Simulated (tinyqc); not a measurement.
# Sub-threshold conduction and electro-thermal threshold of an amorphous chalcogenide: effects of single changes

Trap-limited conduction: I = I0 exp(-Ea/kB T) sinh(q V dz/(2 ua kB T)), I0 = 2 q A Nt dz/ta. One lumped temperature T = T0 + Rt I V. The threshold is the largest V for which a steady state exists on the low-current branch.

Values chosen for this exercise; values of the order of Ge-Sb-Te and related chalcogenides: ambient temperature T0 = 358 K; cross-section A = 420 nm^2; amorphous thickness ua = 23 nm; distance between traps dz = 8 nm; activation energy Ea = 0.3 eV; trap density Nt = 1.6e19 cm^-3; attempt time ta = 1e-15 s; thermal resistance Rt = 6.8 K/uW; drift exponent nu = 0.11.

Constants: q = 1.602176634e-19 C, kB = 1.380649e-23 J/K. Results are converted to the units shown.

Each table varies one quantity; the others keep the values above.

## Resistance drift

The low-field resistance drifts as R = R0 (t/1 s)^nu, R0 = 2 ua kB T0 exp(Ea/kB T0)/(q dz I0). Read as a growth of Ea, this is dEa = nu kB T0 ln(t/1 s).

Resistance drift:
```
t (s),R (Mohm),R/R0,dEa (meV)
0.001,0.08054,0.4677,-23.44
0.1,0.1337,0.7762,-7.814
1,0.1722,1.000,0
100,0.2858,1.660,15.63
10000,0.4742,2.754,31.26
1e6,0.7870,4.571,46.88
3e8,1.474,8.560,66.24
```

What does the comparison show?

R grows by a factor of 1.29 a decade and 8.56 from 1 s to 3e8 s. A level that lies a factor of 3 below a fixed read threshold at 1 s reaches it after 21800 s.

## Threshold against amorphous thickness

Same model as above.

The threshold is the first local maximum over T of the V that solves Rt I(V, T) V = T - T0. Rt is held fixed.

Results:
```
ua (nm),Vth (V),T - T0 (K),Ith (uA),field (MV/cm)
18,0.3910,77.20,29.04,0.2172
24,0.4775,73.56,22.65,0.1990
30,0.5559,71.11,18.81,0.1853
36,0.6282,69.33,16.23,0.1745
42,0.6955,67.96,14.37,0.1656
48,0.7587,66.86,12.96,0.1581
60,0.8754,65.21,10.95,0.1459
```

Estimate the missing row, ua = 54 nm.

Computed row:
```
ua (nm),Vth (V),T - T0 (K),Ith (uA),field (MV/cm)
54,0.8186,65.96,11.85,0.1516
```

With this row back in the table: Vth rises from 0.391 to 0.875 V, as ua^(0.67), and the threshold field falls from 0.217 to 0.146 MV/cm; Ith falls from 29.0 to 11.0 uA. A power of 1 would mean a fixed threshold field.

Range of the model: Purely electronic switching mechanisms, filaments and series resistance are left out.

Numbers from tinyqc (`OMP_NUM_THREADS=1 python tinyqc.py 2490010 2490011 out.jsonl`; about 0.01 s on one thread of a shared Intel Xeon 2.30GHz).
